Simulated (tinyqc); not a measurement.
# Single-electron transistor, orthodox theory and master equation: effects of single changes

A metal island with n extra electrons joins the left lead (voltage V) and the right lead (0 V) by tunnel junctions and couples to a gate. Cs = CL + CR + Cg. Adding electron n + 1 costs mu(n) = [q (n + 1/2) - CL V - Cg Vg]/Cs (in volts); the Fermi levels are -V (left) and 0 (right). A jump that gains the energy W has the rate G(W) = (W/q)/(R [1 - exp(-W/Vt)]), W in volts, Vt = kB T/q. Sequential tunnelling only; I > 0 flows from left to right.

Inputs (values chosen for the exercise): capacitance of the left junction CL = 8.2 aF; capacitance of the right junction CR = 9.3 aF; gate capacitance Cg = 0.9 aF; resistance of the left junction RL = 1100 kohm; resistance of the right junction RR = 1100 kohm; temperature T = 5.6 K; gate voltage Vg = 170 mV.

Constants: q = 1.602176634e-19 C, kB = 1.380649e-23 J/K, Vt = kB T/q. Results are converted to the units shown.

Each table varies one quantity; the others keep the values above.

## Current against bias

Onto the island: from the left W = -V - mu(n), from the right W = -mu(n); off the island (n + 1 to n): to the left W = mu(n) + V, to the right W = mu(n). Steady state: p(n + 1)/p(n) = (sum of on rates)/(sum of off rates), normalised. I = q sum_n [p(n + 1) (off to left) - p(n) (on from left)]. Enough charge states are kept that the digits shown do not change.

Current against bias:

| V (mV) | I (nA) | mean n | states above 1 % | I (RL + RR)/V |
|---|---|---|---|---|
| 0.871 | 0.0013028 | 0.99967 | 1 | 0.0032905 |
| 3.34 | 0.019838 | 0.99684 | 1 | 0.013067 |
| 5.8 | 0.17300 | 0.97619 | 2 | 0.065620 |
| 8.27 | 0.77084 | 0.91404 | 3 | 0.20506 |
| 10.7 | 1.7634 | 0.85518 | 3 | 0.36256 |
| 13.2 | 2.8965 | 0.83517 | 3 | 0.48276 |
| 15.7 | 3.9799 | 0.83509 | 3 | 0.55769 |
| 18.1 | 4.9399 | 0.83785 | 3 | 0.60043 |
| 20.6 | 5.8889 | 0.83836 | 3 | 0.62891 |
| 23.1 | 6.8634 | 0.82907 | 3 | 0.65366 |
| 25.5 | 7.8756 | 0.80673 | 4 | 0.67946 |
| 28 | 8.9619 | 0.77945 | 4 | 0.70415 |
| 30.5 | 10.058 | 0.75695 | 4 | 0.72551 |

What does the table show?

At zero temperature the blockade would end at V = 7.15 mV. The ratio I (RL + RR)/V rises from 0.00329 to 0.726. Over the second half of the table the slope between rows varies from 0.835 to 0.965 times 1/(RL + RR).

## The Coulomb oscillation

Same model as above.

Here V = 5.4 mV.

The Coulomb oscillation:

| Vg (mV) | I (nA) | mean n |
|---|---|---|
| 0 | 0.08848 | -0.007 |
| 17.8 | 0.1127 | 0.014 |
| 35.6 | 0.3024 | 0.058 |
| 53.4 | 0.6548 | 0.152 |
| 71.2 | 1.017 | 0.290 |
| 89 | 1.213 | 0.446 |
| 107 | 1.172 | 0.607 |
| 125 | 0.9032 | 0.762 |
| 142 | 0.5376 | 0.882 |
| 160 | 0.2229 | 0.960 |
| 178 | 0.08853 | 0.993 |
| 196 | 0.1137 | 1.015 |
| 214 | 0.3085 | 1.060 |
| 231 | 0.6456 | 1.149 |

Read the table: what changes, and by how much?

I is largest, 1.21 nA, at Vg = 89 mV and smallest, 0.0885 nA, at 0 mV among the rows; the pattern repeats every q/Cg = 178 mV. At zero temperature current flows while mu(0) lies between -V and 0, for Vg from 39.8 to 150 mV; the mean n moves from -0.01 to 1.15 over the table.

Range of the model: Cotunnelling, which dominates deep in the blockade, is left out.

Numbers from tinyqc (`OMP_NUM_THREADS=1 python tinyqc.py 2780114 2780115 out.jsonl`; about 0.01 s on one thread of a shared Intel Xeon 2.30GHz).
